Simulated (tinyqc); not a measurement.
Active against total: solid solubility of a dopant against its melt (retrograde solidus), clustering and the electrically active fraction. Computed by tinyqc, a small Python program. Command: `OMP_NUM_THREADS=1 python tinyqc.py 3004204 3004205 out.jsonl retro walk`. One thread of a shared host (Intel(R) Xeon(R) Processor @ 2.30GHz), about 0.01 s of CPU time with the checks.

Inputs (values chosen for the exercise, of the order of those of aluminium in silicon for the solubility):
```
quantity                                      value    unit
atoms per cluster m                               4       -
cluster scale N* at 1273 K                  3.1e+20  1/cm^3
activation energy E_b of the cluster scale     0.29      eV
anneal temperature T_a                         1175       K
```

Clustering: clusters of m atoms, electrons left out.

Constants: k_B = 8.617333262e-05 eV/K.

Method. A highly soluble donor (another dopant than that of the solidus) is limited by clustering. Donors N_a are active, and clusters hold m atoms each: N_t = N_a + m C, m C = N* (N_a/N*)^m, with N*(T) = N*(1273 K) exp[-(E_b/k_B)(1/T - 1/1273)].

Active density (1/cm^3):
```
N_t (1/cm^3)  N_a at T_a  fraction  N_a at T_a + 150 K  N_a at T_a - 150 K
1.00e+19      9.9993e+18   0.99993          9.9998e+18          9.9977e+18
3.00e+19      2.9948e+19   0.99826          2.9980e+19          2.9819e+19
1.00e+20      9.4757e+19   0.94757          9.7755e+19          8.6936e+19
2.00e+20      1.5872e+20   0.79361          1.7626e+20          1.3154e+20
5.00e+20      2.4919e+20   0.49839          3.0023e+20          1.9163e+20
1.00e+21      3.1979e+20   0.31979          3.9590e+20          2.4009e+20
2.00e+21      3.9627e+20   0.19813          4.9721e+20          2.9389e+20
5.00e+21      5.1251e+20   0.10250          6.4859e+20          3.7706e+20
```

What follows from these numbers?

The exponent d ln N_a/d ln N_t falls from 1.00 to 0.28, towards 1/m = 0.250. At the highest dose a 150 K hotter anneal gives 1.27 times the active density, and a later step 150 K cooler would cut it to 0.74 if it ran to equilibrium: short hot anneals come last. For ionised donors far above n_i the electrons enter the mass action too and halve the limiting exponent.

Extremes, crossings and ranges named in words are read from the listed rows.
